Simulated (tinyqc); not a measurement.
ROHF in the 6-31g basis, for H4, spin multiplicity 3, step by step. One step of it, computed by the program tinyqc.

Problem. Iteration 2: Roothaan effective Fock matrix. With projectors Pc = D(beta) S, Po = (D(alpha) - D(beta)) S, Pv = 1 - D(alpha) S, the block xy is Px^T F Py; with Fc = (F(alpha) + F(beta))/2, the blocks are Fc for cc, oo, vv and cv, F(beta) for co and F(alpha) for ov.

F(alpha) (hartree), lower triangle:
```
           1H 1s      1H 2s      2H 1s      2H 2s      3H 1s      3H 2s      4H 1s      4H 2s
1H 1s  -0.055979
1H 2s  -0.516620  -0.418738
2H 1s  -0.314409  -0.380060  -0.055979
2H 2s  -0.380060  -0.394773  -0.516620  -0.418738
3H 1s  -0.068126  -0.173252   0.022272  -0.081534  -0.055979
3H 2s  -0.173252  -0.234055  -0.081534  -0.178576  -0.516620  -0.418738
4H 1s   0.022272  -0.081534  -0.068126  -0.173252  -0.314409  -0.380060  -0.055979
4H 2s  -0.081534  -0.178576  -0.173252  -0.234055  -0.380060  -0.394773  -0.516620  -0.418738
```

F(beta) (hartree), lower triangle:
```
           1H 1s      1H 2s      2H 1s      2H 2s      3H 1s      3H 2s      4H 1s      4H 2s
1H 1s   0.290884
1H 2s  -0.255539  -0.179162
2H 1s  -0.231768  -0.252561   0.290884
2H 2s  -0.252561  -0.241555  -0.255539  -0.179162
3H 1s  -0.089342  -0.166753  -0.065325  -0.142045   0.290884
3H 2s  -0.166753  -0.203762  -0.142045  -0.206437  -0.255539  -0.179162
4H 1s  -0.065325  -0.142045  -0.089342  -0.166753  -0.231768  -0.252561   0.290884
4H 2s  -0.142045  -0.206437  -0.166753  -0.203762  -0.252561  -0.241555  -0.255539  -0.179162
```

D(alpha) after iteration 1, lower triangle:
```
           1H 1s      1H 2s      2H 1s      2H 2s      3H 1s      3H 2s     4H 1s     4H 2s
1H 1s   0.116159
1H 2s   0.212721   0.449323
2H 1s   0.038901  -0.007109   0.116159
2H 2s  -0.007109  -0.176175   0.212721   0.449323
3H 1s   0.016391   0.084667  -0.060867  -0.135163   0.116159
3H 2s   0.084667   0.284963  -0.135163  -0.340534   0.212721   0.449323
4H 1s  -0.060867  -0.135163   0.016391   0.084667   0.038901  -0.007109  0.116159
4H 2s  -0.135163  -0.340534   0.084667   0.284963  -0.007109  -0.176175  0.212721  0.449323
```

D(beta) after iteration 1, lower triangle:
```
          1H 1s     1H 2s     2H 1s     2H 2s     3H 1s     3H 2s     4H 1s     4H 2s
1H 1s  0.027646
1H 2s  0.038779  0.054394
2H 1s  0.027646  0.038779  0.027646
2H 2s  0.038779  0.054394  0.038779  0.054394
3H 1s  0.027646  0.038779  0.027646  0.038779  0.027646
3H 2s  0.038779  0.054394  0.038779  0.054394  0.038779  0.054394
4H 1s  0.027646  0.038779  0.027646  0.038779  0.027646  0.038779  0.027646
4H 2s  0.038779  0.054394  0.038779  0.054394  0.038779  0.054394  0.038779  0.054394
```

overlap S, lower triangle:
```
          1H 1s     1H 2s     2H 1s     2H 2s     3H 1s     3H 2s     4H 1s     4H 2s
1H 1s  1.000000
1H 2s  0.658292  1.000000
2H 1s  0.164185  0.350133  1.000000
2H 2s  0.350133  0.678760  0.658292  1.000000
3H 1s  0.011969  0.125481  0.002523  0.066939  1.000000
3H 2s  0.125481  0.361002  0.066939  0.245033  0.658292  1.000000
4H 1s  0.002523  0.066939  0.011969  0.125481  0.164185  0.350133  1.000000
4H 2s  0.066939  0.245033  0.125481  0.361002  0.350133  0.678760  0.658292  1.000000
```

Give: effective F.

Solution.

effective F (hartree), lower triangle:
```
         1H 1s    1H 2s    2H 1s    2H 2s    3H 1s    3H 2s    4H 1s    4H 2s
1H 1s   0.0980
1H 2s  -0.3895  -0.2884
2H 1s  -0.2735  -0.3150   0.0980
2H 2s  -0.3150  -0.3133  -0.3895  -0.2884
3H 1s  -0.0783  -0.1713  -0.0021  -0.1083   0.0980
3H 2s  -0.1713  -0.2238  -0.1083  -0.2031  -0.3895  -0.2884
4H 1s  -0.0021  -0.1083  -0.0783  -0.1713  -0.2735  -0.3150   0.0980
4H 2s  -0.1083  -0.2031  -0.1713  -0.2238  -0.3150  -0.3133  -0.3895  -0.2884
```
